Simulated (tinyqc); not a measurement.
Inside a calculation: Tamm state at the end of a one-band chain. Values are carried at full precision from step to step, so a last printed digit may differ when a step is redone from the rounded ones.

A half-infinite chain with site energy 0 and hopping -t, band E = -2t cos(ka); the end site has energy D. The surface Green function of the unperturbed half chain is g = (E -/+ sqrt(E^2 - 4t^2))/(2t^2), the root with |t g| <= 1 and Im g <= 0, and with the shift G = g/(1 - D g).

Parameters, chosen for this exercise: t = 2.09 eV (hopping); D = -4.03 eV (shift of the end site); a = 3.1 angstrom (spacing); N = 6 (sites); E = -0.6 eV (energy in the band).

## The bound state

Amplitudes z^n solve the chain for E = -t (z + 1/z); the end site demands z = -t/D, bound if |z| < 1. Then E = D + t^2/D, weight on the end site 1 - z^2, decay length -a/ln|z|.

z = 0.5186
E = -5.1139 eV
weight on the end site = 0.7310
decay length of the amplitude = 4.721 angstrom

The state lies 0.9339 eV below the band, and its amplitude keeps its sign from site to site.

## A finite chain

Write H for N sites.

H (eV), lower triangle:
```
        1       2       3       4       5  6
1  -4.030
2  -2.090       0
3       0  -2.090       0
4       0       0  -2.090       0
5       0       0       0  -2.090       0
6       0       0       0       0  -2.090  0
```

## Levels of the finite chain

Diagonalise; give the weight of each level on site 1.

levels (eV): -5.1131  -3.4437  -1.7551  0.3212  2.2837  3.6770

weights on site 1: 0.7330  0.0742  0.0877  0.0637  0.0326  0.0088

The split-off level differs from the half-infinite value by +0.818 meV, the pull of the far end.

## Local density of states in the band

Form g and G at E; the surface density is -Im G/pi, the bulk density 1/(pi sqrt(4t^2 - E^2)).

g = -0.0687-0.4735i 1/eV
G = 0.2050-0.1137i 1/eV

densities (1/eV): clean end 0.1507, shifted end 0.0362, bulk 0.0769

## Checks

- Pole of G, 1 - D g(E) = 0, at the bound level: both 1.00000.

(tinyqc, `OMP_NUM_THREADS=1 python tinyqc.py 1480553 1480554 out.jsonl`, Intel(R) Xeon(R) Processor @ 2.30GHz, 1 thread, shared host, about 0.01 s.)
